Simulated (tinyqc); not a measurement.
## Hot electrons in a saturated n-channel MOSFET, lucky-electron model: effect of the junction depth

Beyond pinch-off the lateral field grows as Esat cosh(y/l) over the velocity-saturated region (pseudo-two-dimensional model). Impact ionisation in this region gives the substrate current, which biases the body forward through Rsub. Currents are per width. Local-field laws: they overstate ionisation when the field peak is narrower than an energy relaxation length.

Cox = 3.9 eps0/tox, l = sqrt(3 tox xj), Esat = 2 vs/mu. Overdrive g = Vg - VT + kb Vb; Vdsat = g Esat L/(g + Esat L); Id = Cox vs (g - Vdsat); dV = Vd - Id Rd - Vdsat; Em = sqrt((dV/l)^2 + Esat^2); Isub = Id (Ai/Bi) l Em exp(-Bi/Em). Vb = Rsub Isub is solved self-consistently. Lifetime tau = (Hl/Id)(Isub/Id)^(-m); 1 year = 3.15576e7 s.

Inputs (values chosen for the exercise); values close to those of silicon n-channel devices: channel length L = 0.18 um; oxide thickness tox = 4.2 nm; threshold VT = 0.77 V; effective mobility mu = 330 cm^2/(V s); saturation velocity vs = 7.8e6 cm/s; ionisation prefactor Ai = 2e6 1/cm; ionisation field Bi = 1.86 MV/cm; resistance of the lightly doped drain Rd = 0 ohm um; substrate resistance Rsub = 2800 ohm um; fall of VT per volt of forward body bias kb = 0.48; lifetime exponent m = 3.3; lifetime constant Hl = 1800 s uA/um; drain voltage Vd = 1.7 V; gate voltage Vg = 1 V.

Constants: eps0 = 8.8541878128e-14 F/cm where lengths are in cm. Results are converted to the units shown.

Results:
```
xj (nm)	Id (uA/um)	Em (MV/cm)	Isub (uA/um)	Isub/Id	tau (years)
26	33.344	0.83784	5.9053	0.17710	5.1762e-4
35	32.735	0.72324	4.0844	0.12477	0.0016748
48	32.244	0.61857	2.6077	0.080874	0.0071111
88	31.680	0.45838	0.89883	0.028372	0.22954
120	31.536	0.39338	0.45863	0.014543	2.0921
160	31.459	0.34154	0.22378	0.0071134	22.211
```

Estimate the missing row, xj = 65 nm.

Computed row:
```
xj (nm)	Id (uA/um)	Em (MV/cm)	Isub (uA/um)	Isub/Id	tau (years)
65	31.908	0.53240	1.5887	0.049791	0.035619
```

With this row back in the table: As xj goes from 26 to 160 nm, Em falls from 0.838 to 0.342 MV/cm, Isub falls from 5.91 to 0.224 uA/um and tau rises from 5.18e-4 to 22.2 years. From the first row to the last, log10(tau) changes by 4.6: 4.6 from (Isub/Id)^(-m), which holds Em and l, and 0.025 from 1/Id. For xj = 26 to 35 nm Isub/Id passes 0.1, where multiplication of the secondary carriers, left out here, counts. For xj = 120 to 160 nm the saturated region takes over 60 % of L, so using the full L in Vdsat is rough.

tinyqc, about 0.01 s, one thread, Intel Xeon 2.30GHz (shared host): `OMP_NUM_THREADS=1 python tinyqc.py 2550110 2550111 out.jsonl`
